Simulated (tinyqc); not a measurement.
# CMOS inverter, nodal equation and switching: effects of single changes

An n-channel pull-down (bn, VTn) and a p-channel pull-up (bp, VTp) share the input Vin and the output node Vout, which carries the load C. Transistor (EKV form, voltages against the body): I = 2 n b Vt^2 [F(vp - Vs) - F(vp - Vd)] from drain to source, F(v) = ln^2(1 + exp(v/(2 Vt))), vp = (Vg - VT + sg |Vd - Vs|)/n. n-channel bodies are at 0; for the p-channel device all voltages are counted down from Vdd. b in uA/V^2 gives I in uA. Static: In = Ip. Transient: C dVout/dt = Ip - In. No velocity saturation, no gate capacitance beyond C.

Values chosen for this exercise:
```
symbol  value    unit                                  meaning
T         273       K                              temperature
Vdd       0.6       V                           supply voltage
n        1.17                                     slope factor
sg      0.111                   drain-induced barrier lowering
VTn      0.36       V                      n-channel threshold
VTp      0.31       V          p-channel threshold (magnitude)
bn        290  uA/V^2  gain factor of the pull-down transistor
bp        290  uA/V^2    gain factor of the pull-up transistor
C         2.2      fF                         load capacitance
```

Constants: q = 1.602176634e-19 C, kB = 1.380649e-23 J/K, Vt = kB T/q. Results are converted to the units shown.

Each table varies one quantity; the others keep the values above.

## Effect of the gain factor of the pull-up transistor

VM solves In = Ip with Vin = Vout; VIL and VIH are the inputs of gain -1, NML = VIL - Vout(VIH), NMH = Vout(VIL) - VIH. For a step input the delay to Vdd/2 is tHL = C times the integral of dV/(In - Ip) from Vdd/2 to Vdd at Vin = Vdd, and tLH likewise with Ip - In from 0 to Vdd/2 at Vin = 0.

Result of one run:
```
bp (uA/V^2)  VM (V)  gain at VM  NML (V)  NMH (V)  tHL (ps)  tLH (ps)
1200         0.3468      -9.007   0.2859   0.1819     63.44     11.16
```

What becomes of these results when the gain factor of the pull-up transistor bp is changed from 1200 to 490 uA/V^2, all else the same?

Result of the changed run:
```
bp (uA/V^2)  VM (V)  gain at VM  NML (V)  NMH (V)  tHL (ps)  tLH (ps)
490          0.3315      -9.008   0.2691   0.1992     63.44     27.34
```

The whole series:
```
bp (uA/V^2)  VM (V)  gain at VM  NML (V)  NMH (V)  tHL (ps)  tLH (ps)
58           0.2950      -9.008   0.2282   0.2394     63.44     231.0
89           0.3023      -9.008   0.2366   0.2314     63.44     150.5
140          0.3101      -9.008   0.2453   0.2229     63.44     95.69
210          0.3170      -9.008   0.2531   0.2153     63.44     63.79
320          0.3242      -9.008   0.2610   0.2073     63.44     41.86
490          0.3315      -9.008   0.2691   0.1992     63.44     27.34
760          0.3389      -9.007   0.2773   0.1908     63.44     17.63
1200         0.3468      -9.007   0.2859   0.1819     63.44     11.16
```

As bp goes from 58 to 1200 uA/V^2, VM rises from 0.295 to 0.347 V, the size of the gain stays near 9.01, tHL stays near 63.4 ps and tLH falls from 231 to 11.2 ps. The smaller margin is largest, 0.231 V, at bp = 89 uA/V^2 among the rows. A stronger pull-up raises VM and trades low-side against high-side margin.

## Energy per operation against supply voltage

A chain of 20 such gates sets the cycle time tc = 20 (tHL + tLH)/2; per gate and cycle the switching energy is 0.02 C Vdd^2 and the leakage energy Vdd Ileak tc, Ileak the mean supply current at Vin = 0 and Vdd.

Energy per operation against supply voltage:
```
Vdd (V)  tc (ns)  switching (aJ)  leakage (aJ)  total (aJ)
0.15        7122          0.9900         5.429       6.419
0.2         1374           1.760         1.716       3.476
0.25       273.5           2.750        0.5224       3.272
0.3        61.88           3.960        0.1735       4.133
0.35       17.88           5.390       0.07149       5.461
0.4        6.972           7.040       0.03896       7.079
0.5        2.148           11.00       0.02241       11.02
0.6        1.096           15.84       0.02051       15.86
0.8       0.5076           28.16       0.02821       28.19
1         0.3200           44.00       0.04940       44.05
```

Read the table: what changes, and by how much?

The total energy goes from 6.42 through a minimum of 3.27 (at Vdd = 0.25 V among the rows listed) to 44.0 aJ, while the cycle time falls from 7120 to 0.320 ns. Leakage makes up 85 % of the total in the first row and 0.11 % in the last. Below threshold the cycle lengthens exponentially and leakage flows for all of it, hence the minimum. At Vdd = 1 V the overdrive passes 0.5 V, where velocity saturation, left out here, would lengthen the delays of short devices. For Vdd = 0.15 to 0.35 V the supply is below a threshold, where mismatch, left out here, dominates margins and delay.

Numbers from tinyqc (`OMP_NUM_THREADS=1 python tinyqc.py 2340058 2340059 out.jsonl`; about 0.03 s on one thread of a shared Intel Xeon 2.30GHz).
